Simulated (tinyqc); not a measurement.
Bloch-Grueneisen resistivity of a metal: one step, computed by the program tinyqc. Command: `OMP_NUM_THREADS=1 python tinyqc.py 3010694 3010695 out.jsonl bg walk`. One thread of a shared host (Intel(R) Xeon(R) Processor @ 2.30GHz), about 0.01 s of CPU time with the checks.

Electrons scatter from a Debye spectrum of phonons (n = 5 for scattering within one band, n = 3 for scattering into a second, heavy band) and from static defects.

Task: Total resistivity and derived numbers. J_n(y) = int_0^y x^n e^x/(e^x - 1)^2 dx, by 96 Gauss-Legendre points (upper limit at most 60). rho_ph = (n - 1) rho_1 (T/Theta)^n J_n(Theta/T), with rho_1 = 2 pi lambda_tr k_B Theta/(hbar eps_0 w_p^2), the high-temperature line at T = Theta. rho = rho_0 + A T^2 + rho_ph. Temperature coefficient (1/rho) d rho/dT by a central difference of +/- 0.5 K; residual ratio rho(295 K)/rho(4.2 K); scattering time tau = 1/(eps_0 w_p^2 rho); Wiedemann-Franz kappa = L_0 T/rho, L_0 = (pi^2/3)(k_B/e)^2.

Inputs (values chosen for the exercise, modelled on molybdenum): exponent n = 5; Debye temperature Theta = 372 K; transport coupling lambda_tr = 0.35; Drude plasma energy hbar w_p = 8.4 eV; residual resistivity rho_0 = 0.024 microohm cm; temperature T = 400 K; coefficient A of T^2 = 1.1 picoohm cm/K^2.

Addition: T^2 term.

Constants: k_B = 1.380649e-23 J/K; hbar = 1.054571817e-34 J s; eps_0 = 8.8541878128e-12 F/m; hbar = 6.582119569e-16 eV s; k_B = 8.617333262e-05 eV/K.

Give: resistivity rho; temperature coefficient; residual resistance ratio; scattering time; Wiedemann-Franz conductivity.

Result:

resistivity rho = 7.815 microohm cm

temperature coefficient = 2.779 1e-3/K

residual resistance ratio = 229.8

scattering time = 8.874 fs

Wiedemann-Franz conductivity = 125.0 W/(m K)
